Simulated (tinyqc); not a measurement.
Bulk transistor, scale length and short-channel effects: two steps of the calculation.

A gate, an insulator of thickness ti and a depleted layer of depth ts on a conducting body. Below threshold the potential that source and drain add obeys Laplace's equation and vanishes on the gate and at the bottom of the depleted layer. Its lowest mode decays along the channel as exp(-k y); k is the smallest positive root of the matching condition at the interface, and the scale length is Lambda = pi/k.

Inputs (values chosen for the exercise); permittivities: semiconductor close to that of silicon, insulator close to that of silicon nitride: relative permittivity of the semiconductor eps_r = 11.6; relative permittivity of the insulator ei = 7.56; insulator thickness ti = 1.3 nm; depletion depth ts = 19 nm.

Question 1. Scan of the matching condition. f(k) = eps_r sin(k ti) cos(k ts) + ei cos(k ti) sin(k ts).

k, point 0 to 7 (1/nm): 0.02125  0.0425  0.06375  0.085  0.10625  0.1275  0.14875  0.17

Give: f(k).

Answer 1.

f(k), point 0 to 7: 3.2636  5.8971  7.3902  7.4500  6.0574  3.4715  0.1817  -3.1841

The first change of sign lies between k = 0.14875 and 0.17 1/nm.

Question 2. Decay constant by Newton steps. f(k) = eps_r sin(k ti) cos(k ts) + ei cos(k ti) sin(k ts); f' by a central difference with +/- 1e-5 1/nm; k(new) = k - f/f'.

k at the start = 0.17 1/nm

Give: f; f'; k after iteration 1.

Answer 2.

f = -3.184
f' = -149.8 nm
k after iteration 1 = 0.1487 1/nm

Program tinyqc, `OMP_NUM_THREADS=1 python tinyqc.py 2420107 2420108 out.jsonl`; Intel Xeon 2.30GHz, shared host, one thread, about 0.01 s.
